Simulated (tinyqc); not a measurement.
# Schottky diode by thermionic emission with image-force lowering and series resistance: a Richardson plot

Metal on an n-type semiconductor with one parabolic valley; V > 0 is forward bias (metal positive). I = I0 [exp(Vj/(n Vt)) - 1] with Vj = V - I Rs; I0 = S A* T^2 exp(-(phi - dphi)/Vt), the lowering dphi taken at zero bias.

A* = 4 pi q me m0 kB^2/h^3 (times 1e-4 for A/(cm^2 K^2)); Nc = 2 (2 pi me m0 kB T/h^2)^1.5 (times 1e-6 for cm^-3); xi = Vt ln(Nc/Nd), Vbi = phi - xi; surface field Em = sqrt(2 q Nd (Vbi - V - Vt)/(eps0 eps_r)); dphi = sqrt(q Em/(4 pi eps0 eps_r)). Here V = 0 in Em; phi is held fixed.

Values chosen for this exercise; band and dielectric values close to those of 4H silicon carbide:
- me = 0.376 m0 (electron mass)
- eps_r = 9.75 (relative permittivity)
- phi = 1.1 eV (barrier height seen from the metal)
- Nd = 2.4e15 cm^-3 (donor density)
- S = 0.0014 cm^2 (area)

Constants: q = 1.602176634e-19 C, kB = 1.380649e-23 J/K, h = 6.62607015e-34 J s, m0 = 9.1093837015e-31 kg, Vt = kB T/q, eps0 = 8.8541878128e-14 F/cm where lengths are in cm. Results are converted to the units shown.

Result of one run:

| T (K) | dphi (meV) | I0 (A) | ln(I0/(S T^2)) | 1/Vt (1/V) |
|---|---|---|---|---|
| 320 | 20.19 | 6.385e-14 | -35.35 | 36.26 |

What becomes of these results when the temperature T is changed from 320 to 450 K, all else the same?

Result of the changed run:

| T (K) | dphi (meV) | I0 (A) | ln(I0/(S T^2)) | 1/Vt (1/V) |
|---|---|---|---|---|
| 450 | 19.44 | 1.014e-8 | -24.05 | 25.79 |

The whole series:

| T (K) | dphi (meV) | I0 (A) | ln(I0/(S T^2)) | 1/Vt (1/V) |
|---|---|---|---|---|
| 200 | 20.78 | 1.614e-24 | -58.81 | 58.02 |
| 240 | 20.59 | 7.852e-20 | -48.38 | 48.35 |
| 280 | 20.40 | 1.834e-16 | -40.93 | 41.44 |
| 320 | 20.19 | 6.385e-14 | -35.35 | 36.26 |
| 360 | 19.97 | 6.223e-12 | -31.00 | 32.23 |
| 400 | 19.74 | 2.481e-10 | -27.53 | 29.01 |
| 450 | 19.44 | 1.014e-8 | -24.05 | 25.79 |

I0 grows by 15.8 decades. The line through the end rows has the slope -1.078 eV and the intercept ln(42.5 A/(cm^2 K^2)), against phi = 1.1 eV and A* = 45.2. The difference comes from the lowering: dphi falls from 20.8 to 19.4 meV.

Range of the model: One isotropic valley is assumed; bands with several valleys have a larger Richardson constant and Nc.

Numbers from tinyqc (`OMP_NUM_THREADS=1 python tinyqc.py 2640125 2640126 out.jsonl`; about 0.01 s on one thread of a shared Intel Xeon 2.30GHz).
